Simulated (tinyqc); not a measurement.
Formation energy of a charged point defect from supercell energies: one step, computed by the program tinyqc. Command: `OMP_NUM_THREADS=1 python tinyqc.py 3020094 3020095 out.jsonl formation walk`. One thread of a shared host (Intel(R) Xeon(R) Processor @ 2.30GHz), about 0.01 s of CPU time with the checks.

The host is a compound AB. Making the defect adds n_A = 1, n_B = 0 atoms to the cell. All total energies are inputs. E_F is counted from the valence-band maximum (VBM); x = 0 is A-rich and x = 1 B-rich growth.

Problem. Concentrations at the given E_F and T. E_f(q, E_F) = E_f(q, 0) + q E_F. c_q = N_s exp(-E_f(q, E_F)/k_B T), with all degeneracy factors one and no vibrational entropy.

Inputs (values chosen for the exercise, for a model compound AB): Fermi level E_F = 1.63 eV; temperature T = 600 K; site density N_s = 1.6e+22 cm^-3.

Defect: A interstitial. Supercell lattice: fcc.

charge states q: [0, -1, -2]

E_f(q, 0) (eV): (q=0) 3.622400, (q=-1) 4.452395, (q=-2) 7.015378

Constants: k_B = 8.617333262e-05 eV/K.

Give: Charge states; lowest formation energy; total concentration; mean charge.

Solution.

Charge states:
```
q   E_f (eV)  c_q (cm^-3)      share
0      3.622    5.988e-09  1.907e-07
-1     2.822    3.141e-02  1.000e+00
-2     3.755    4.574e-10  1.456e-08
```

lowest formation energy = 2.822 eV

total concentration = 0.03141 cm^-3

mean charge = -1.0000 e

State -1 holds 100.0 % of the defects.
